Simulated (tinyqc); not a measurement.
# Resistance of a tapered via with liner, size effect and interface: via resistance against the diameter at the bottom

A round via whose diameter grows from db at the bottom as D(z) = db + 2 z/tan(ang). The fill, of diameter D - 2 tl, starts above the bottom liner (thickness fb tl) and has rho = rho0 (1 + ks lam/(D - 2 tl)); the sidewall liner conducts in parallel with it. The bottom liner and the interface are crossed over the full area pi db^2/4. Spreading in the lines above and below is left out.

Slices between z0 = fb tl and hv, evaluated at their midpoints: conductance per length pi/4 [(D - 2 tl)^2/rho + (D^2 - (D - 2 tl)^2)/rl], slice resistance = slice height over that. 2000 slices. R_fill = sum of the slices; R_bottom = rl fb tl/(pi db^2/4); R_interface = ri/(pi db^2/4); ballistic (Sharvin) limit 1/(Sb pi (db - 2 tl)^2/4); ideal cylinder rho0 hv/(pi db^2/4).

Values chosen for this exercise; fill metal close to molybdenum:
- hv = 74 nm (height)
- ang = 88 degrees (sidewall angle)
- rho0 = 5.28 uohm cm (bulk resistivity of the fill)
- lam = 11.3 nm (mean free path of the fill)
- ks = 1.1 (size-effect factor)
- tl = 0.5 nm (liner on the sidewall)
- fb = 1 (liner at the bottom over that on the sidewall)
- rl = 170 uohm cm (resistivity of the liner)
- ri = 7.8e-13 ohm cm^2 (interface resistivity at the bottom)
- Sb = 1.3e15 S/m^2 (ballistic conductance per area, about 3/(4 rho0 lam))

Result of one run:

| R_fill (ohm) | R_bottom (ohm) | R_interface (ohm) | R (ohm) | ballistic limit (ohm) | R over ideal cylinder | largest part |
|---|---|---|---|---|---|---|
| 124.60 | 15.710 | 1.4416 | 141.75 | 18.379 | 1.9629 | fill |

Which diameter at the bottom db gave this result: 6, 8.3, 16 or 58 nm?

db = 8.3 nm.

The whole series:

| db (nm) | R_fill (ohm) | R_bottom (ohm) | R_interface (ohm) | R (ohm) | ballistic limit (ohm) | R over ideal cylinder | largest part |
|---|---|---|---|---|---|---|---|
| 6 | 266.61 | 30.063 | 2.7587 | 299.43 | 39.177 | 2.1668 | fill |
| 8.3 | 124.60 | 15.710 | 1.4416 | 141.75 | 18.379 | 1.9629 | fill |
| 11 | 65.148 | 8.9442 | 0.82077 | 74.913 | 9.7942 | 1.8221 | fill |
| 16 | 27.873 | 4.2276 | 0.38794 | 32.489 | 4.3530 | 1.6719 | fill |
| 22 | 13.704 | 2.2361 | 0.20519 | 16.145 | 2.2209 | 1.5707 | fill |
| 30 | 6.9333 | 1.2025 | 0.11035 | 8.2461 | 1.1646 | 1.4918 | fill |
| 42 | 3.3481 | 0.61352 | 0.056300 | 4.0179 | 0.58264 | 1.4247 | fill |
| 58 | 1.6826 | 0.32172 | 0.029522 | 2.0338 | 0.30145 | 1.3753 | fill |
| 80 | 0.85529 | 0.16910 | 0.015518 | 1.0399 | 0.15693 | 1.3378 | fill |

R falls from 299 to 1.04 ohm. The fill is the largest part at db = 6 and in all other rows. R goes as db^(-2.30) between the first two rows and db^(-2.09) between the last two; area alone gives -2.

Program tinyqc, `OMP_NUM_THREADS=1 python tinyqc.py 2750147 2750148 out.jsonl`; Intel Xeon 2.30GHz, shared host, one thread, about 0.01 s.
